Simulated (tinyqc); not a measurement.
Comparisons within one model: three-band tight binding of a dichalcogenide monolayer. A value that a table varies takes the place of the one given here.

Basis dz2, dxy, dx2-y2 on a triangular lattice, nearest neighbours; alpha = kx a/2, beta = sqrt3 ky a/2. h0 = e1 + 2 t0 (cos 2alpha + 2 cos alpha cos beta); h1 = -2 sqrt3 t2 sin alpha sin beta + 2i t1 (sin 2alpha + sin alpha cos beta); h2 = 2 t2 (cos 2alpha - cos alpha cos beta) + 2i sqrt3 t1 cos alpha sin beta; h11 = e2 + 2 t11 cos 2alpha + (t11 + 3 t22) cos alpha cos beta; h22 = e2 + 2 t22 cos 2alpha + (3 t11 + t22) cos alpha cos beta; h12 = sqrt3 (t22 - t11) sin alpha sin beta + 4i t12 sin alpha (cos alpha - cos beta) + i lam sz. H = [[h0, h1, h2], [., h11, h12], [., ., h22]], Hermitian; the lowest band of each spin is filled. K = (4 pi/3a, 0), M = (pi/a, pi/(sqrt3 a)).

Constants: hbar^2/2m0 = 3.80998211 eV angstrom^2.

Parameters, chosen for this exercise (near a published set for monolayer MoSe2; shifted at random, so the results belong to these values and not to a real crystal): a = 3.328 angstrom (lattice constant); e1 = 0.92 eV (level of dz2); e2 = 2.047 eV (level of dxy and dx2-y2); t0 = -0.187 eV (hopping); t1 = 0.317 eV (hopping); t2 = 0.465 eV (hopping); t11 = 0.214 eV (hopping); t12 = 0.296 eV (hopping); t22 = 0.132 eV (hopping); lam = 0.092 eV (spin-orbit constant).

## Three bands against the two-band Dirac model at K

Masses from central differences along kx with step 0.002 1/angstrom, c = hbar^2/2m0; Berry curvature of the valence band from a counter-clockwise plaquette of side 0.001 1/angstrom, Omega = -arg(product of overlaps)/area. Two-band model: coupling A = (3 a/(2 sqrt2))(t1 + sqrt3 t2) between valence and conduction states, mass c G/A^2 for both, Omega_v = 2 A^2/G^2. sz = 0 drops the spin-orbit term.

At K:
```
sz  G (eV)  m_c (m0)  m_v (m0)  two-band mass  Omega_v (angstrom^2)  two-band Omega
1   1.3991     0.496     0.684          0.340                16.009          16.039
0   1.4911     0.537     0.782          0.362                14.094          14.121
-1  1.5831     0.578     0.895          0.384                12.503          12.527
```

A = 3.9619 eV angstrom

Without spin-orbit coupling the electron mass is 0.537 and the hole mass 0.782, against 0.362 for both in the two-band model: the third band and the curvature of the diagonal terms break the symmetry. The Berry curvature is -0.2 % from the two-band value. The smaller gap (sz = +1) has the larger curvature, by a factor 1.28.

## All hoppings scaled

The six hoppings are multiplied by f; e1, e2 and lam stay (real strain also moves e1 and e2, so this is no model of it). Closed forms: Ev(K) = e2 - (3/2)(t11 + t22) - 3 sqrt3 t12 + lam, Ec(K) = e1 - 3 t0, Ev(Gamma) = e1 + 6 t0.

Gaps (eV):
```
f     direct gap at K  Ev(K) - Ev(Gamma)  Ec(K) - top of valence band
0.85           1.0064             0.4242                       1.0064
0.90           1.1373             0.3774                       1.1373
0.94           1.2420             0.3400                       1.2420
0.97           1.3205             0.3120                       1.3205
1.00           1.3991             0.2839                       1.3991
1.03           1.4776             0.2559                       1.4776
1.06           1.5561             0.2278                       1.5561
1.10           1.6609             0.1904                       1.6609
```

The direct gap changes by +26.2 meV for each per cent of f. The top of the valence band stays at K over the range.

## What each parameter does

Spin up: gap at K, Ev(K) - Ev(Gamma), and masses at K by central differences along kx with step 0.002 1/angstrom, c = hbar^2/2m0. Each row changes one parameter from the base and keeps the others.

Results:
```
case            gap at K (eV)  K - Gamma (eV)  m_c (m0)  m_v (m0)
base                   1.3991          0.2839     0.496     0.684
t22 = 0.162 eV         1.4441          0.2389     0.525     0.752
t12 = 0.326 eV         1.5549          0.1281     0.565     0.951
e1 = 0.89 eV           1.3691          0.3139     0.479     0.655
t2 = 0.435 eV          1.3991          0.2839     0.540     0.837
lam = 0.062 eV         1.4291          0.2539     0.509     0.715
t11 = 0.244 eV         1.4441          0.2389     0.525     0.743
```

The largest shifts from the base row, up to three for each result and ties (the steps differ in size, so this ranks the rows, not the parameters). gap at K (eV): t12 +0.1559, t22 +0.0450, t11 +0.0450; unchanged at the printed digits by t2. K - Gamma (eV): t12 -0.1559, t22 -0.0450, t11 -0.0450; unchanged at the printed digits by t2. m_c (m0): t12 +0.069, t2 +0.043, t22 +0.028, t11 +0.028. m_v (m0): t12 +0.267, t2 +0.153, t22 +0.068. t2 couples dz2 to the other orbitals and vanishes at K and Gamma, so only the masses feel it.

(tinyqc, `OMP_NUM_THREADS=1 python tinyqc.py 1452538 1452539 out.jsonl`, Intel(R) Xeon(R) Processor @ 2.30GHz, 1 thread, shared host, about 0.03 s.)
